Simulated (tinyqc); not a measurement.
Extended Hueckel theory, for H4, step by step. Computed by tinyqc, a small Python program that keeps every step (integrals from PySCF). Settings: charge = 0, K = 1.5, weighted = 1, multiplicity = 1. Command: `OMP_NUM_THREADS=1 python tinyqc.py 27164 27165 out.jsonl` (the two numbers bound the seeds that draw the settings). One thread of a shared host (Intel(R) Xeon(R) Processor @ 2.60GHz), about 0.01 s of CPU time with the checks.

## Overlaps

Geometry (angstrom):
```
atom         x         y         z
H     0.000000  0.000000  0.000000
H     0.000000  0.000000  0.714000
H     0.000000  0.000000  1.850000
H     0.000000  0.000000  2.564000
```

Parameters chosen for this run:
```
element  shell  Slater exponent   H_ii (eV)
H           1s         1.300000  -13.600000
```

Slater orbitals, each expanded in six Gaussians scaled to its exponent.

overlap S:
```
          1H 1s     2H 1s     3H 1s     4H 1s
1H 1s  1.000000  0.654145  0.132027  0.037742
2H 1s  0.654145  1.000000  0.391990  0.132027
3H 1s  0.132027  0.391990  1.000000  0.654145
4H 1s  0.037742  0.132027  0.654145  1.000000
```

## Wolfsberg-Helmholz matrix

diagonal H_ii (eV): 1H 1s -13.600000, 2H 1s -13.600000, 3H 1s -13.600000, 4H 1s -13.600000

K = 1.500000

H_ij = K' S_ij (H_ii + H_jj)/2 for i != j (the diagonal keeps H_ii), with K' = K + D^2 + D^4 (1 - K), D = (H_ii - H_jj)/(H_ii + H_jj), K = 1.5.

H (eV):
```
            1H 1s       2H 1s       3H 1s       4H 1s
1H 1s  -13.600000  -13.344554   -2.693349   -0.769947
2H 1s  -13.344554  -13.600000   -7.996598   -2.693349
3H 1s   -2.693349   -7.996598  -13.600000  -13.344554
4H 1s   -0.769947   -2.693349  -13.344554  -13.600000
```

## Orbitals

valence electrons = 4

Solve H C = S C e through S^(-1/2); fill by pairs from the bottom, a degenerate level sharing its electrons equally; each orbital has its largest coefficient positive (the first on a tie).

orbital energies (eV): -17.034903  -15.311998  -3.773621  8.685939

occupations: 2.000000  2.000000  0.000000  0.000000

coefficients:
```
            MO1        MO2        MO3        MO4
1H 1s  0.310685   0.497145   0.863489  -0.851941
2H 1s  0.388469   0.356321  -0.690590   1.188642
3H 1s  0.388469  -0.356321  -0.690590  -1.188642
4H 1s  0.310685  -0.497145   0.863489   0.851941
```

sum of one-electron energies = -64.693802 eV

## Mulliken analysis

P = C n C^T; charge = valence electrons (H 1) minus the sum of (P S)_ii on the atom; overlap population = 2 sum P_ij S_ij between two atoms.

charges: 1H -0.050734, 2H 0.050734, 3H 0.050734, 4H -0.050734

Overlap populations:
```
pair      value
2-1    0.779308
3-1   -0.029813
3-2    0.037543
4-1   -0.022740
4-2   -0.029813
4-3    0.779308
```
